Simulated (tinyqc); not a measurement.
Inside a calculation. Method: CCSD on RHF in the sto-6g basis, frozen core, for BeH+, spin multiplicity 1. One step of it, computed by the program tinyqc.

Question. Iteration 1: building the Fock matrix. J_ij = sum D_kl (ij|kl), K_ij = sum D_kl (ik|jl); F = H + J - 0.5 K; E = tr D H + tr D J / 2 - 0.25 tr D K + E_nn.

D at the start:
```
            1Be 1s     1Be 2s   1Be 2px   1Be 2py    1Be 2pz      2H 1s
1Be 1s    1.721899  -0.416049  0.000000  0.000000   0.010161  -0.024142
1Be 2s   -0.416049   1.650487  0.000000  0.000000  -0.022888   0.116411
1Be 2px   0.000000   0.000000  0.000000  0.000000   0.000000   0.000000
1Be 2py   0.000000   0.000000  0.000000  0.000000   0.000000   0.000000
1Be 2pz   0.010161  -0.022888  0.000000  0.000000   0.001803   0.030358
2H 1s    -0.024142   0.116411  0.000000  0.000000   0.030358   0.701315
```

core Hamiltonian H = T + V (hartree):
```
            1Be 1s     1Be 2s    1Be 2px    1Be 2py    1Be 2pz      2H 1s
1Be 1s   -8.343318  -1.959319   0.000000   0.000000  -0.019170  -0.573917
1Be 2s   -1.959319  -2.450739   0.000000   0.000000  -0.149158  -1.195135
1Be 2px   0.000000   0.000000  -1.970549   0.000000   0.000000   0.000000
1Be 2py   0.000000   0.000000   0.000000  -1.970549   0.000000   0.000000
1Be 2pz  -0.019170  -0.149158   0.000000   0.000000  -2.087379  -1.235679
2H 1s    -0.573917  -1.195135   0.000000   0.000000  -1.235679  -2.047413
```

Two-electron integrals (ij|kl) in chemists' order, unique and non-zero (hartree):
```
(11|11) 2.299996   (21|11) 0.361879   (21|21) 0.071926   (22|11) 0.570332
(22|21) 0.139654   (22|22) 0.417773   (31|31) 0.015252   (32|31) 0.022555
(32|32) 0.092340   (33|11) 0.570332   (33|21) 0.139654   (33|22) 0.417773
(33|33) 0.450117   (41|41) 0.015252   (42|41) 0.022555   (42|42) 0.092340
(43|43) 0.024258   (44|11) 0.570332   (44|21) 0.139654   (44|22) 0.417773
(44|33) 0.401601   (44|44) 0.450117   (51|51) 0.015252   (52|51) 0.022555
(52|52) 0.092340   (53|53) 0.024258   (54|54) 0.024258   (55|11) 0.570332
(55|21) 0.139654   (55|22) 0.417773   (55|33) 0.401601   (55|44) 0.401601
(55|55) 0.450117   (61|11) 0.107773   (61|21) 0.020765   (61|22) 0.040026
(61|33) 0.039698   (61|44) 0.039698   (61|51) 0.002047   (61|52) 0.003924
(61|55) 0.040682   (61|61) 0.006339   (62|11) 0.228745   (62|21) 0.056722
(62|22) 0.181306   (62|33) 0.174830   (62|44) 0.174830   (62|51) 0.007939
(62|52) 0.044441   (62|55) 0.194258   (62|61) 0.017993   (62|62) 0.111893
(63|31) 0.005841   (63|32) 0.025636   (63|53) 0.007982   (63|63) 0.011104
(64|41) 0.005841   (64|42) 0.025636   (64|54) 0.007982   (64|64) 0.011104
(65|11) 0.236204   (65|21) 0.059384   (65|22) 0.198609   (65|33) 0.186983
(65|44) 0.186983   (65|51) 0.012966   (65|52) 0.069632   (65|55) 0.221860
(65|61) 0.019876   (65|62) 0.140141   (65|65) 0.182523   (66|11) 0.393478
(66|21) 0.099631   (66|22) 0.352997   (66|33) 0.327517   (66|44) 0.327517
(66|51) 0.017427   (66|52) 0.121495   (66|55) 0.403956   (66|61) 0.032902
(66|62) 0.270184   (66|65) 0.360828   (66|66) 0.774999
```

nuclear repulsion = 1.58912075 hartree

Give: Coulomb J; exchange K; Fock matrix F; total energy of this density.

Answer.

Coulomb J (hartree):
```
         1Be 1s  1Be 2s  1Be 2px  1Be 2py  1Be 2pz   2H 1s
1Be 1s   4.9399  0.8797   0.0000   0.0000   0.0140  0.2625
1Be 2s   0.8797  1.8560   0.0000   0.0000   0.0958  0.8676
1Be 2px  0.0000  0.0000   1.8359   0.0000   0.0000  0.0000
1Be 2py  0.0000  0.0000   0.0000   1.8359   0.0000  0.0000
1Be 2pz  0.0140  0.0958   0.0000   0.0000   1.8962  0.9784
2H 1s    0.2625  0.8676   0.0000   0.0000   0.9784  1.7995
```

exchange K (hartree):
```
         1Be 1s  1Be 2s  1Be 2px  1Be 2py  1Be 2pz   2H 1s
1Be 1s   3.7822  0.6047   0.0000   0.0000   0.0194  0.2045
1Be 2s   0.6047  0.8180   0.0000   0.0000   0.1229  0.5387
1Be 2px  0.0000  0.0000   0.1739   0.0000   0.0000  0.0000
1Be 2py  0.0000  0.0000   0.0000   0.1739   0.0000  0.0000
1Be 2pz  0.0194  0.1229   0.0000   0.0000   0.3178  0.3673
2H 1s    0.2045  0.5387   0.0000   0.0000   0.3673  0.8017
```

Fock matrix F (hartree):
```
          1Be 1s   1Be 2s  1Be 2px  1Be 2py  1Be 2pz    2H 1s
1Be 1s   -5.2945  -1.3820   0.0000   0.0000  -0.0148  -0.4137
1Be 2s   -1.3820  -1.0037   0.0000   0.0000  -0.1148  -0.5969
1Be 2px   0.0000   0.0000  -0.2216   0.0000   0.0000   0.0000
1Be 2py   0.0000   0.0000   0.0000  -0.2216   0.0000   0.0000
1Be 2pz  -0.0148  -0.1148   0.0000   0.0000  -0.3500  -0.4409
2H 1s    -0.4137  -0.5969   0.0000   0.0000  -0.4409  -0.6487
```

total energy of this density = -12.790543 hartree

This density is the starting one; it is not idempotent, so its energy is not variational and may lie below the converged one.
